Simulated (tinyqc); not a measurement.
Reverse leakage of an n+-p junction: diffusion, generation, trap-assisted and band-to-band tunnelling: one step of the calculation.

One-sided abrupt junction in the depletion approximation, x from the junction (0) to W on the p side, field F = F0 (1 - x/W). Flat quasi-Fermi levels, long p side. Traps generate through SRH with both lifetimes shortened by 1 + Gamma (Hurkx enhancement, form for moderate fields); band-to-band generation is local and needs a total bending above Eg.

Problem. Field, scales and diffusion current. ni = sqrt(Nc Nv) exp(-Eg/(2 Vt)), Eg in volts; Vbi = Vt ln(Na Nd/ni^2); W = sqrt(2 eps0 eps_r (Vbi + VR)/(q Na)); F0 = 2 (Vbi + VR)/W; FG = sqrt(24 mt m0 (kB T)^3)/(q hbar); J_diff = q ni^2 sqrt(Dn/tau)(1 - exp(-VR/Vt))/Na.

Parameters, values chosen for the exercise; band and dielectric values close to those of gallium arsenide:
```
symbol,value,unit,meaning
T,250,K,temperature
Eg,1.45,eV,band gap
eps_r,12.9,,relative permittivity
Nc,3.32e17,cm^-3,conduction-band density of states at T
Nv,6.73e18,cm^-3,valence-band density of states at T
Na,1.2e16,cm^-3,acceptor density of the lighter side
Nd,1e19,cm^-3,donor density of the heavier side
tau,3e-6,s,SRH lifetime of both carriers at zero field
mt,0.08,m0,tunnelling mass
Dn,5,cm^2/s,electron diffusion coefficient on the lighter side
VR,1.2,V,reverse bias
```

Constants: q = 1.602176634e-19 C, kB = 1.380649e-23 J/K, hbar = 1.054571817e-34 J s, m0 = 9.1093837015e-31 kg, Vt = kB T/q, eps0 = 8.8541878128e-14 F/cm where lengths are in cm. Results are converted to the units shown.

Find: ni; Vbi; W; F0; FG; J_diff.

Solution.

ni = 3624.3 cm^-3
Vbi = 1.3870 V
W = 554.42 nm
F0 = 93.323 kV/cm
FG = 158.72 kV/cm
J_diff = 2.2641e-25 A/cm^2

Range of the model: The n+ side is degenerate, so Vbi from Boltzmann statistics is only a guide.

Program tinyqc, `OMP_NUM_THREADS=1 python tinyqc.py 2290092 2290093 out.jsonl`; Intel Xeon 2.30GHz, shared host, one thread, about 0.01 s.
